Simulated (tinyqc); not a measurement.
The starting point: quasiparticle equation with a plasmon-pole self-energy for two band edges.

For each edge E = e + X + Sc(E), with the correlation part Sc(E) = A[0]/(E - a + w) + A[1]/(E - b - w); a and b are the valence and conduction energies that enter the Green function (a = ev, b = ec in the one-shot scheme). Z = 1/(1 - dSc/dE), dSc/dE = -A[0]/(E - a + w)^2 - A[1]/(E - b - w)^2.

Inputs chosen for the exercise (scales of the order of those of Ge; not measured data): ev = 0 eV (mean-field valence top); ec = 0.1 eV (mean-field conduction edge); w = 13.1 eV (pole energy); Av = (20.9, 8.5) eV^2 (weights of the valence state on the hole and electron poles); Ac = (11.1, 21.6) eV^2 (the same for the conduction state); Xv = -1.24 eV (exchange minus the mean-field potential, valence); Xc = 1.26 eV (the same, conduction).

The mean-field gap is opened by d (ev lowered by d/2, ec raised by d/2) and X is changed by the opposite amounts, so that e + X stays; one-shot and G-updated gaps.

Gaps (eV):

| d | start | one-shot | update G |
|---|---|---|---|
| 0.0 | 0.100 | 0.7256 | 0.7690 |
| 0.2 | 0.300 | 0.7384 | 0.7690 |
| 0.4 | 0.500 | 0.7511 | 0.7690 |
| 0.6 | 0.700 | 0.7636 | 0.7690 |
| 0.9 | 1.000 | 0.7822 | 0.7690 |
| 1.2 | 1.300 | 0.8004 | 0.7690 |
| 1.6 | 1.700 | 0.8243 | 0.7690 |

The one-shot gap moves by a fraction 0.06 of any change of the starting gap, while the updated gap, 0.7690 eV, does not depend on it. The two agree where the start already equals the result, near d = 0.67 eV. A real change of starting point alters the orbitals and the screening too; this model holds both fixed.

Program tinyqc; command `OMP_NUM_THREADS=1 python tinyqc.py 1880939 1880940 out.jsonl`; about 0.02 s on one thread of a shared Intel(R) Xeon(R) Processor @ 2.30GHz.
